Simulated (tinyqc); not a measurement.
Plane-wave Kohn-Sham cycle with exchange-only LDA in a layered model solid, step by step. One step of it, computed by the program tinyqc.

Problem. Iteration 2: potential. V_H(G) = 4 pi rho(G)/G^2 for G != 0 (uniform background); v_x = -(3 rho/pi)^(1/3); V = V_ext + V_H + v_x; Fourier components f(G_m) = (1/N) sum_j f(x_j) exp(-i G_m x_j).

A solid whose potential varies along x alone (atomic units):
```
parameter                      value
period a                    9.300000
cross-section of the cell  10.000000
electrons per cell                 2
grid points                       16
plane waves -n..n, n               2
k points                           4
V1 in V1 cos(2 pi x/a)     -0.200000
```

density after iteration 1 (e/bohr^3): 0.03185948  0.03045197  0.02691774  0.02278852  0.01938496  0.01720457  0.01606622  0.01557645  0.01544569  0.01557645  0.01606622  0.01720457  0.01938496  0.02278852  0.02691774  0.03045197

Give: Potentials on the grid; V(G_m), m = 0, 1, 2, ....

Solution.

Potentials on the grid (hartree):
```
x       V_ext     V_H     v_x       V
0.000  -0.200   0.234  -0.312  -0.278
0.581  -0.185   0.213  -0.308  -0.280
1.163  -0.141   0.154  -0.295  -0.283
1.744  -0.077   0.073  -0.279  -0.283
2.325       0  -0.015  -0.265  -0.279
2.906   0.077  -0.093  -0.254  -0.271
3.487   0.141  -0.154  -0.248  -0.261
4.069   0.185  -0.192  -0.246  -0.253
4.650   0.200  -0.205  -0.245  -0.250
5.231   0.185  -0.192  -0.246  -0.253
5.812   0.141  -0.154  -0.248  -0.261
6.394   0.077  -0.093  -0.254  -0.271
6.975       0  -0.015  -0.265  -0.279
7.556  -0.077   0.073  -0.279  -0.283
8.137  -0.141   0.154  -0.295  -0.283
8.719  -0.185   0.213  -0.308  -0.280
```

V(G_m), m = 0, 1, 2, ... (hartree): -0.272  -0.007  0.004  0.000  0.000
